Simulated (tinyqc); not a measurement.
sp3s* tight binding with spin-orbit coupling: one step. Levels at Gamma. Three cases, with inputs chosen for the exercise.

Problem. At k = 0 only g0 = 1 is left and H falls into 2 x 2 blocks [[E_a, V], [V, E_c]] with roots (E_a + E_c)/2 -/+ sqrt(((E_a - E_c)/2)^2 + V^2); the s* levels stay uncoupled. The direct gap runs from the highest lower root of the p blocks to the lowest upper root.

Spin-orbit coupling acts within the p shell of each atom as (D/3) L.sigma, D = Da or Dc: it puts four states at Ep + D/3 and two at Ep - 2D/3.

Case 1.

Values chosen (near a published set for GaP, fitted to gaps, whose masses and valley positions are rough; spin-orbit coupling, where it is added without a refit, lifts the valence top and shrinks all gaps by about a third of the splitting; not measured data): Esa = -8.128 eV (s level of the anion); Esc = -2.2 eV (s level of the cation); Epa = 1.126 eV (p level of the anion); Epc = 4.126 eV (p level of the cation); Vss = -7.473 eV (s-s); Vxx = 2.152 eV (px-px); Da = 0.065 eV (atomic spin-orbit splitting, anion); Dc = 0.178 eV (the same, cation).

Case 2.

Values chosen (near a published set for diamond, fitted to gaps, whose masses and valley positions are rough; spin-orbit coupling, where it is added without a refit, lifts the valence top and shrinks all gaps by about a third of the splitting; not measured data): Esa = -4.479 eV (s level of the anion); Esc = -4.479 eV (s level of the cation); Epa = 3.893 eV (p level of the anion); Epc = 3.893 eV (p level of the cation); Vss = -22.417 eV (s-s); Vxx = 3.86 eV (px-px); Da = 0.006 eV (atomic spin-orbit splitting, anion); Dc = 0.006 eV (the same, cation).

Case 3.

Values chosen (near a published set for SiC, fitted to gaps, whose masses and valley positions are rough; spin-orbit coupling, where it is added without a refit, lifts the valence top and shrinks all gaps by about a third of the splitting; not measured data): Esa = -8.447 eV (s level of the anion); Esc = -4.838 eV (s level of the cation); Epa = 2.117 eV (p level of the anion); Epc = 4.347 eV (p level of the cation); Vss = -12.442 eV (s-s); Vxx = 3.033 eV (px-px); Da = 0.006 eV (atomic spin-orbit splitting, anion); Dc = 0.045 eV (the same, cation).

Give: Blocks at Gamma (eV); direct gap at Gamma.

Solution.

Case 1.

Blocks at Gamma (eV):
```
block               E_a      E_c        V  lower root  upper root
s (Gamma6)      -8.1280  -2.2000  -7.4730    -13.2033      2.8753
p 3/2 (Gamma8)   1.1477   4.1853   2.1520      0.0325      5.3005
p 1/2 (Gamma7)   1.0827   4.0073   2.1520     -0.0568      5.1468
```

direct gap at Gamma = 2.8428 eV

The lowest empty level at Gamma is s-like. The split-off band lies 0.0893 eV below the top, between Dc = 0.178 and Da = 0.065 eV, weighted by where the valence p state sits.

Case 2.

Blocks at Gamma (eV):
```
block               E_a      E_c         V  lower root  upper root
s (Gamma6)      -4.4790  -4.4790  -22.4170    -26.8960     17.9380
p 3/2 (Gamma8)   3.8950   3.8950    3.8600      0.0350      7.7550
p 1/2 (Gamma7)   3.8890   3.8890    3.8600      0.0290      7.7490
```

direct gap at Gamma = 7.7140 eV

The lowest empty level at Gamma is p-like. The split-off band lies 0.0060 eV below the top, equal to the atomic value.

Case 3.

Blocks at Gamma (eV):
```
block               E_a      E_c         V  lower root  upper root
s (Gamma6)      -8.4470  -4.8380  -12.4420    -19.2147      5.9297
p 3/2 (Gamma8)   2.1190   4.3620    3.0330      0.0068      6.4742
p 1/2 (Gamma7)   2.1130   4.3170    3.0330     -0.0120      6.4420
```

direct gap at Gamma = 5.9229 eV

The lowest empty level at Gamma is s-like. The split-off band lies 0.0188 eV below the top, between Dc = 0.045 and Da = 0.006 eV, weighted by where the valence p state sits.

Computed by tinyqc, one run a case: `OMP_NUM_THREADS=1 python tinyqc.py N N+1 out.jsonl` with N = 1481774, 1481885, 1482004; one thread of a shared Intel(R) Xeon(R) Processor @ 2.30GHz, about 0.2 s a run at most.
